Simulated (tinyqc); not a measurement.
# A particle near a wafer in liquid: double-layer and van der Waals forces (DLVO), deposition barrier and removal, step by step

A worked calculation. Computed by tinyqc, a small Python program that keeps every step. Command: `OMP_NUM_THREADS=1 python tinyqc.py 3110673 3110674 out.jsonl dlvo walk`. One thread of a shared host (Intel(R) Xeon(R) Processor @ 2.30GHz), about 0.01 s of CPU time with the checks. Intermediate numbers are printed to about 5 digits and carried at full precision; extremes and crossings named in words are read from the listed rows.

Sphere and flat wall, Derjaguin approximation, constant potentials in the linear-superposition form, no retardation and no hydration force.

Inputs (values chosen for the exercise, of the order of those for ceria on silica in water):

| quantity | value | unit |
|---|---|---|
| particle radius R | 360 | nm |
| Hamaker constant A | 1.6e-20 | J |
| potential of the particle psi_1 | -15 | mV |
| potential of the wafer psi_2 | -29 | mV |
| salt concentration c | 0.00041 | mol/L |
| valence z of the symmetric salt | 1 | - |
| temperature T | 293 | K |
| dielectric constant of the liquid | 80.2 | - |
| gap h | 3.6 | nm |
| contact distance h0 | 0.4 | nm |
| contact radius over R | 0.1 | - |
| viscosity | 0.97 | mPa s |

Constants: e = 1.602176634e-19 C; N_A = 6.02214076e+23 1/mol; eps_0 = 8.8541878128e-12 F/m; k_B = 1.380649e-23 J/K; k_B = 8.617333262e-05 eV/K.

## Screening

kappa^2 = 2 z^2 e^2 N_A (1000 c)/(eps eps_0 k_B T); gamma_i = tanh(z e psi_i/(4 k_B T)); Z = 64 pi eps eps_0 (k_B T/(z e))^2 gamma_1 gamma_2.

kappa = 0.066429 1/nm

Debye length = 15.054 nm

gamma_1 = -0.14744

gamma_2 = -0.27950

Z = 3.7509 pN

kappa R = 23.914

Like signs: the double layers repel.

## Energy and force at one gap

U(h) = Z R exp(-kappa h) - A R/(6 h); F(h) = -dU/dh = kappa Z R exp(-kappa h) - A R/(6 h^2), positive for repulsion.

double-layer energy = 262.80 k_B T

van der Waals energy = -65.920 k_B T

U(h) = 196.88 k_B T

F(h) = -3.4532 pN

Caution: for kappa h below 1 linear superposition is only rough, and charge regulation matters.

## The curve

The formulas are those given above.

Against the gap:

| h (nm) | kappa h | U (k_B T) | F (pN) |
|---|---|---|---|
| 0.4 | 0.0266 | -268.23 | -5.9127e+03 |
| 0.6 | 0.0399 | -74.76 | -2.5805e+03 |
| 1.0 | 0.0664 | 75.03 | -8.7607e+02 |
| 1.5 | 0.0996 | 143.93 | -3.4547e+02 |
| 2.5 | 0.1661 | 187.80 | -7.7625e+01 |
| 4.0 | 0.2657 | 196.58 | 8.7691e+00 |
| 7.0 | 0.4650 | 175.77 | 3.6752e+01 |
| 12.0 | 0.7971 | 130.64 | 3.3753e+01 |
| 20.0 | 1.3286 | 76.54 | 2.1357e+01 |
| 40.0 | 2.6571 | 17.48 | 5.6923e+00 |

Caution: in rows with kappa h below 1 linear superposition is only rough.

## Barrier and secondary minimum

F = 0 reads x^2 exp(-x) = y with x = kappa h and y = A kappa/(6 Z); the left side peaks at x = 2 with 4/e^2 = 0.5413, so roots exist for smaller y: x < 2 is the barrier, x > 2 the secondary minimum.

y = 0.047227

position of the barrier = 3.6991 nm

barrier height = 196.92 k_B T

position of the secondary minimum = 104.21 nm

energy at the secondary minimum = -1.9483 k_B T

A barrier above 15 k_B T practically stops deposition.

## Critical salt concentration

The barrier height is zero when U = 0 and F = 0 together: kappa h = 1 and kappa = 6 Z/(e A), e = 2.718282 here; c follows from kappa^2, with the potentials held fixed.

critical kappa = 0.51745 1/nm

critical concentration = 0.024878 mol/L

## Adding salt

kappa scales as sqrt(c); potentials are held fixed. A dash marks rows without a maximum.

Against the concentration:

| c (mol/L) | Debye length (nm) | barrier at (nm) | barrier (k_B T) | minimum at (nm) | minimum (k_B T) |
|---|---|---|---|---|---|
| 2.49e-06 | 193.17 | 12.091 | 293.92 | 1.9822e+03 | -1.0805e-01 |
| 2.49e-05 | 61.09 | 6.977 | 263.76 | 5.3778e+02 | -3.9116e-01 |
| 2.49e-04 | 19.32 | 4.123 | 212.08 | 1.4042e+02 | -1.4575e+00 |
| 1.24e-03 | 8.66 | 2.940 | 156.95 | 5.3009e+01 | -3.7458e+00 |
| 4.98e-03 | 4.32 | 2.282 | 92.81 | 2.1763e+01 | -8.7401e+00 |
| 1.24e-02 | 2.74 | 2.016 | 42.11 | 1.1592e+01 | -1.5638e+01 |
| 2.24e-02 | 2.04 | 1.935 | 6.44 | 7.3972e+00 | -2.3249e+01 |
| 3.73e-02 | 1.58 | 1.989 | -24.65 | 4.7097e+00 | -3.3503e+01 |
| 7.46e-02 | 1.12 | - | - | - | - |

At low salt the barrier tends to Z R = 334 k_B T; it is half of that between 2.5e-4 and 0.0012 mol/L and changes sign at 0.025 mol/L, while the secondary minimum deepens to -23 k_B T at 0.9 of that.

## Removing an attached particle

Adhesion F_a = A R/(6 h0^2) [1 + a^2/(R h0)] - kappa Z R exp(-kappa h0), a the contact radius. Drag in a shear flow F_d = 1.7 x 6 pi mu R^2 G, acting at 1.4 R; rolling starts when 1.4 R F_d = a F_a. Wall shear stress = mu G.

van der Waals adhesion = 60000 pN

net adhesion F_a = 59913 pN

wall shear stress for rolling = 1030.5 Pa

shear rate G = 1.0623e+06 1/s

Checks made by the program: force against a difference of U (relative difference 1e-09).
